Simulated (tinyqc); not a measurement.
Resistance of a source-drain extension with a graded tip: two steps of the calculation.

y runs along the channel, the gate covers y > 0. The doping is N0 for y < y0 and N0 10^(-(y - y0)/la) beyond, uniform over the depth xj. Sheet conductance s(y) = q mu(N) max(N - Nch, 0) xj + (for y > 0) ma Cox Vo, with mu(N) = u0 + (u1 - u0)/(1 + (N/Nr)^au) and Cox = eps0 eox/tox. Current is taken as one-dimensional; depletion of the tip, spreading and the contact are left out. The metallurgical junction lies at yj, where N = Nch.

Parameters, values chosen for the exercise; mobility law close to that of holes in silicon:
- eox = 3.9 (relative permittivity of the gate insulator (close to silicon dioxide))
- tox = 1.2 nm (insulator thickness)
- N0 = 8e19 cm^-3 (active doping of the extension far from the gate)
- la = 3.1 nm/decade (lateral abruptness)
- y0 = 3.6 nm (position under the gate where the fall begins (gate edge at 0))
- xj = 20 nm (depth of the extension)
- Nch = 3.9e17 cm^-3 (channel doping)
- Vo = 0.3 V (gate overdrive)
- ma = 92 cm^2/(V s) (mobility of the gate-induced layer)
- u1 = 470.5 cm^2/(V s) (mobility at low doping)
- u0 = 44.9 cm^2/(V s) (mobility at high doping)
- Nr = 2.23e17 cm^-3 (reference doping)
- au = 0.719 (exponent)
- Lg = 40 nm (gate length)

Constants: q = 1.602176634e-19 C, eps0 = 8.8541878128e-14 F/cm where lengths are in cm. Results are converted to the units shown.

Task 1. Sheet resistances and junction position. yj = y0 + la log10(N0/Nch); sheet resistance of the full extension 1/[q mu(N0)(N0 - Nch) xj] and of the gate-induced layer 1/(ma Cox Vo); metallurgical length Lg - 2 yj; ye is where the doped and the gate-induced conductances are equal.

Give: yj; sheet resistance of the extension; sheet resistance of the induced layer; metallurgical length; ye; N at ye.

Result 1.

yj = 10.77 nm
sheet resistance of the extension = 768.5 ohm/square
sheet resistance of the induced layer = 1.259e4 ohm/square
metallurgical length = 18.47 nm
ye = 8.136 nm
N at ye = 2.752e18 cm^-3

The gate takes over 2.63 nm before the junction, where N is still 7.06 times the channel doping.

Task 2. Resistance of the overlapped part. Midpoint rule on 8 equal steps from 0 to yj: R_ov = sum h/s(y), per width.

Wanted: y; N; doped conductance; sheet resistance; R_ov.

Result 2.

```
point   y (nm)  N (cm^-3)  doped conductance (uS)  sheet resistance (ohm/square)
0      0.67295  8.0000e19                  1301.2                         724.32
1       2.0189  8.0000e19                  1301.2                         724.32
2       3.3648  8.0000e19                  1301.2                         724.32
3       4.7107  3.5059e19                  620.18                         1429.4
4       6.0566  1.2902e19                  267.52                         2882.3
5       7.4025  4.7476e18                  122.04                         4963.8
6       8.7484  1.7471e18                  53.841                         7504.0
7       10.094  6.4291e17                  14.619                          10634
```

R_ov = 39.820 ohm um

Computed by the program tinyqc: `OMP_NUM_THREADS=1 python tinyqc.py 2282193 2282194 out.jsonl`, one thread of a shared Intel Xeon 2.30GHz, about 0.03 s for the whole run.
